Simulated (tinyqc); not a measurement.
Jacobi rotations on a symmetric matrix, step by step. Computed by tinyqc, a small Python program that keeps every step. Settings: method = jacobi. Command: `OMP_NUM_THREADS=1 python tinyqc.py 26697 26698 out.jsonl` (the two numbers bound the seeds that draw the settings). One thread of a shared host (Intel(R) Xeon(R) Processor @ 2.60GHz), about 0.01 s of CPU time with the checks.

## Jacobi rotation 1

A, lower triangle:
```
           1          2          3          4         5
1   2.286000
2   0.201000   2.655000
3  -0.180000   0.330000   2.812000
4  -1.149000   0.580000  -0.249000   3.048000
5  -0.235000  -0.766000   0.004000  -1.170000  3.149000
```

Take the largest off-diagonal element A_pq; tan 2 theta = 2 A_pq / (A_qq - A_pp) with |theta| <= pi/4; A' = J^T A J with J_pp = J_qq = cos, J_pq = sin, J_qp = -sin.

p, q, theta (rad): 4.000000  5.000000  -0.763830

A', lower triangle:
```
           1          2          3         4         5
1   2.286000
2   0.201000   2.655000
3  -0.180000   0.330000   2.812000
4  -0.992346  -0.110965  -0.177059  1.927411
5   0.625040  -0.954381   0.175120  0.000000  4.269589
```

## Jacobi rotation 2

As before.

p, q, theta (rad): 1.000000  4.000000  0.696024

A', lower triangle:
```
           1          2          3         4         5
1   3.115119
2   0.225395   2.655000
3  -0.024606   0.330000   2.812000
4   0.000000   0.043721  -0.251286  1.098292
5   0.479654  -0.954381   0.175120  0.400758  4.269589
```

## Jacobi rotation 3

As before.

p, q, theta (rad): 2.000000  5.000000  -0.434349

A', lower triangle:
```
           1         2          3         4         5
1   3.115119
2   0.406313  2.212268
3  -0.024606  0.373052   2.812000
4   0.000000  0.208308  -0.251286  1.098292
5   0.340265  0.000000   0.019989  0.345146  4.712322
```

## All rotations

The off-diagonal norm falls at every rotation.

Rotations:
```
step    p    q      theta  off-diagonal norm
1       4    5  -0.763830           2.25e+00
2       1    4   0.696024           1.76e+00
3       2    5  -0.434349           1.14e+00
4       1    2  -0.366426           9.81e-01
5       2    3   0.378602           8.42e-01
6       4    5   0.094365           6.86e-01
7       1    5   0.206700           5.11e-01
8       2    4  -0.294695           3.16e-01
9       3    4   0.076164           2.32e-01
10      1    3  -0.362483           1.78e-01
11      2    5  -0.033286           1.19e-01
...   ...  ...        ...                ...
19      2    4   0.002541           1.63e-03
20      2    5  -0.000357           7.88e-04
21      1    3  -0.001595           3.30e-04
22      4    5   0.000052           1.67e-04
23      1    4  -0.000050           3.78e-05
24      2    3   0.000028           8.40e-06
25      1    2   3.45e-06           5.77e-06
26      3    5  -2.16e-06           1.94e-07
27      3    4   5.96e-08           1.02e-07
28      2    4  -7.00e-08           1.52e-09
29      1    5   6.74e-10           2.45e-10
```

eigenvalues: 0.966194  1.995056  2.927494  3.244771  4.816485
